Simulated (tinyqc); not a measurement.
Landau-Devonshire theory of a uniaxial ferroelectric: one step, computed by the program tinyqc.

G(P) = (alpha/2) P^2 + (beta*/4) P^4 + (gamma/6) P^6 - E P per volume, SI units, one domain, P along the polar axis, which is normal to the film.

Task: Spontaneous polarisation, susceptibility, coercive field. Ps^2 = [-beta* + sqrt(beta*^2 - 4 alpha gamma)]/(2 gamma). chi = 1/(eps_0 G''), G'' = alpha + 3 beta* P^2 + 5 gamma P^4 at Ps. Ps, chi and the coercive field are for perfect screening, without a depolarising field. The intrinsic coercive field is |alpha P + beta* P^3 + gamma P^5| at the P_c where G'' = 0. 1 C/m^2 = 100 microcoulomb/cm^2.

Inputs (values chosen for the exercise, for a model ferroelectric): Curie-Weiss temperature T0 = 590 K; gamma = 4.07e+10 J m^9/C^6; temperature T = 402 K.

Sample: epitaxial film.

alpha = -4.229250e+08 J m/C^2

beta* = -2.148750e+09 J m^5/C^4

Constants: eps_0 = 8.8541878128e-12 F/m.

Give: spontaneous polarisation Ps; susceptibility chi; well depth G(Ps); P_c; intrinsic coercive field.

Result:

spontaneous polarisation Ps = 36.290 microcoulomb/cm^2

susceptibility chi = 50.025

well depth G(Ps) = -21.672 MJ/m^3

P_c = 25.318 microcoulomb/cm^2

intrinsic coercive field = 99.609 MV/m

P_c/Ps = 0.698, above the 0.577 of a quartic well, as the sixth-order term matters. Real switching runs by domain nucleation at far lower fields.
